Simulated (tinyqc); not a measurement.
Gate voltage for a given inversion charge.

Question. p-type body, charge-sheet picture, depletion and inversion only, full ionisation (an idealisation for deep acceptors), Boltzmann statistics (rough once Na exp(x - xn) passes about Nc/7). In units of Vt: xg = (Vg - Vfb)/Vt, x = psi/Vt, G = gamma/sqrt(Vt), xn = (2 phiF + Vc)/Vt. The implicit equation is (xg - x)^2 = G^2 [x - 1 + exp(x - xn)] for x above about 3. Cox = eps0 eox/tox. ni = sqrt(Nc Nv) exp(-Eg/(2 Vt)), Eg in volts; phiF = Vt ln(Na/ni); gamma = sqrt(2 q eps0 eps_r Na)/Cox. N_inv = (Cox Vt G/q) [sqrt(x - 1 + exp(x - xn)) - sqrt(x - 1)]. Find x - xn, psi and Vg.

Parameters, values chosen for the exercise; band and dielectric values close to those of germanium:
```
symbol    value   unit                                                                 meaning
T           300      K                                                             temperature
Eg        0.671     eV                                                                band gap
eps_r        16                                                          relative permittivity
Nc      1.03e19  cm^-3                                  conduction-band density of states at T
Nv         6e18  cm^-3                                     valence-band density of states at T
eox        7.42         relative permittivity of the gate insulator (close to silicon nitride)
tox         8.2     nm                                                     insulator thickness
Na       1.7e16  cm^-3                                                        acceptor density
Vfb       -0.49      V                                                       flat-band voltage
Vc            0      V                                                    channel-body voltage
```

Constants: q = 1.602176634e-19 C, kB = 1.380649e-23 J/K, Vt = kB T/q, eps0 = 8.8541878128e-14 F/cm where lengths are in cm. Results are converted to the units shown.

N_inv = 2.7e11 cm^-2

Answer. N_inv rises steadily with x, so it fixes x; the implicit equation then gives xg directly.

x - xn = 3.528
psi = 0.4449 V
Vg = 0.07989 V

Numbers from tinyqc (`OMP_NUM_THREADS=1 python tinyqc.py 2122021 2122022 out.jsonl`; about 0.01 s on one thread of a shared Intel Xeon 2.30GHz).
